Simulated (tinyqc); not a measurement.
Electron mobility in a silicon inversion layer, empirical terms and Matthiessen rule: one step of the calculation.

Inversion layer of sheet density Ns on a uniformly doped body, under a high-permittivity gate with an interlayer. The mobility terms are empirical power laws with prefactors chosen for the exercise; adding their inverses (Matthiessen) is itself an approximation.

Question. Mobility terms and their sum. With t = T/(300 K): muC = Ac (Ns/1e12 cm^-2) t/(Nb/1e17 cm^-3 + Nit/1e11 cm^-2), muP = Ap E^(-1/3) t^(-1.75), muS = As E^(-gs), muR = Ar exp(2 ti/lr)/t; 1/mu is the sum of the inverses.

Parameters, values chosen for the exercise; material values close to those of silicon: temperature T = 325 K; body doping Nb = 1.7e17 cm^-3; phonon-limited mobility at 1 MV/cm and 300 K Ap = 477 cm^2/(V s); roughness-limited mobility at 1 MV/cm As = 1280 cm^2/(V s); exponent of the roughness term gs = 2; Coulomb prefactor Ac = 2800 cm^2/(V s); charge at the interface Nit = 1.8e11 cm^-2; remote-phonon mobility without interlayer Ar = 220 cm^2/(V s); interlayer thickness ti = 0.4 nm; decay length of remote phonons lr = 0.6 nm; inversion density Ns = 1.8e12 cm^-2.

E = 0.34723974 MV/cm

Give: terms; mu; shares of 1/mu.

Answer.

terms (cm^2/(V s)): Coulomb 1560, phonon 589.9, roughness 1.062e4, remote phonon 770.4
mu = 268.2 cm^2/(V s)
shares of 1/mu (%): Coulomb 17.19, phonon 45.47, roughness 2.527, remote phonon 34.81

The phonon term limits most.

Numbers from tinyqc (`OMP_NUM_THREADS=1 python tinyqc.py 2510089 2510090 out.jsonl`; about 0.01 s on one thread of a shared Intel Xeon 2.30GHz).
